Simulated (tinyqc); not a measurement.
Inside a calculation. Method: coupled-perturbed Hartree-Fock on RHF in the sto-3g basis, for H2, spin multiplicity 1. The polarisability along this axis is zero because the basis has no function that the field can mix in; the real value is not. Computed by tinyqc, a small Python program that keeps every step (integrals from PySCF). Settings: charge = 0, multiplicity = 1, basis = sto-3g, method = RHF, energy threshold = 1e-10, iteration cap = 86, orthogonalisation = canonical, start = core, DIIS depth = 6. Command: `OMP_NUM_THREADS=1 python tinyqc.py 22265 22266 out.jsonl` (the two numbers bound the seeds that draw the settings). One thread of a shared host (Intel(R) Xeon(R) Processor @ 2.60GHz), about 0.09 s of CPU time with the checks. The early iterations of the SCF are left out here.

## One-electron integrals

Geometry (angstrom):

| atom | x | y | z |
|---|---|---|---|
| H | 0.00000 | 0.00000 | 0.00000 |
| H | 0.00000 | 0.00000 | 1.00700 |

Basis sto-3g: exponents (1/bohr^2) and contraction coefficients of normalised primitives:

| element | l (shell) | exponent | coefficient |
|---|---|---|---|
| H | s (1) | 3.42525 | 0.15433 |
| H | s (1) | 0.62391 | 0.53533 |
| H | s (1) | 0.16886 | 0.44463 |

Overlap, kinetic and nuclear-attraction integrals over the contracted functions; the nuclear repulsion is the sum of Za Zb / Rab.

nuclear repulsion = 0.5254987 hartree

overlap S:
```
         1H 1s    2H 1s
1H 1s  1.00000  0.49237
2H 1s  0.49237  1.00000
```

kinetic energy T (hartree):
```
         1H 1s    2H 1s
1H 1s  0.76003  0.10873
2H 1s  0.10873  0.76003
```

nuclear attraction V (hartree):
```
          1H 1s     2H 1s
1H 1s  -1.73640  -0.78501
2H 1s  -0.78501  -1.73640
```

core Hamiltonian H = T + V (hartree):
```
          1H 1s     2H 1s
1H 1s  -0.97637  -0.67628
2H 1s  -0.67628  -0.97637
```

## Two-electron integrals

Functions are numbered as in S; the eight-fold symmetry (ij|kl) = (ji|kl) = (kl|ij) leaves the list below.

Two-electron integrals (ij|kl) in chemists' order, unique and non-zero (hartree):
```
(11|11) 0.77461   (21|11) 0.30609   (21|21) 0.15499   (22|11) 0.47577
(22|21) 0.30609   (22|22) 0.77461
```

## Orthogonalisation

S = U s U^T; canonical form X = U s^(-1/2), so that X^T S X = 1. Each column of U has its largest component positive (the first on a tie).

eigenvalues of S: 0.50763  1.49237

X:
```
              1        2
1H 1s   0.99246  0.57882
2H 1s  -0.99246  0.57882
```

## Iteration 2 (converged): orbitals

converged F (hartree):
```
          1H 1s     2H 1s
1H 1s  -0.24487  -0.47480
2H 1s  -0.47480  -0.24487
```

Diagonalise F' = X^T F X, C = X C', fill 1 alpha and 1 beta electrons from the bottom; D = 2 C_occ C_occ^T. Each column has its largest component positive (the first on a tie).

F' = X^T F X (hartree):
```
         1         2
1  0.45294   0.00000
2  0.00000  -0.48223
```

orbital energies (hartree): MO1 -0.48223, MO2 0.45294

coefficients C:
```
           MO1       MO2
1H 1s  0.57882   0.99246
2H 1s  0.57882  -0.99246
```

D after iteration 2:
```
         1H 1s    2H 1s
1H 1s  0.67008  0.67008
2H 1s  0.67008  0.67008
```

## Convergence

Stop when the energy changes by less than 1e-10 hartree and every element of the error matrix X^T (F D S - S D F) X is below 3e-06.

Course of the cycle:

| iteration | E (hartree) | change | largest element of the error matrix |
|---|---|---|---|
| 1 | -1.0641345 | - | 2.55e-16 |
| 2 | -1.0641345 | 0.00000 | 1.09e-16 |

PySCF RHF in the same basis = -1.0641345 hartree

Converged in 2 iterations.

## Integrals over molecular orbitals

(pq|rs) = sum C_ip C_jq C_kr C_ls (ij|kl), one index at a time.

one-electron integrals over orbitals h = C^T H C (hartree):
```
          1         2
1  -1.10740   0.00000
2   0.00000  -0.59116
```

Two-electron integrals over orbitals (pq|rs), unique and non-zero (hartree):
```
(11|11) 0.62516   (21|21) 0.19723   (22|11) 0.62067   (22|22) 0.65195
```

## Response to a field: uncoupled start

dipole integrals <a|y|i> (bohr):
```
         i1
a2  0.00000
```

Field along y; U_ai = -mu_ai / (e_a - e_i), alpha = -4 sum U_ai mu_ai.

uncoupled U:
```
         i1
a2  0.00000
```

uncoupled polarisability = 0.00000 bohr^3

## Coupled step 1

U_ai = -(mu_ai + sum_bj [4 (ai|bj) - (ab|ij) - (aj|bi)] U_bj) / (e_a - e_i); alpha = -4 sum U_ai mu_ai.

U after step 1:
```
         i1
a2  0.00000
```

polarisability = 0.00000 bohr^3

## Coupled polarisability

Repeat until U stops changing; compare with -d2E/dF2.

Course of the coupled iterations:

| step | alpha (bohr^3) |
|---|---|
| 0 | 0.00000 |
| 1 | 0.00000 |

coupled polarisability = 0.00000 bohr^3

finite-field check, fields of +/-0.001 au = 0.00000 bohr^3
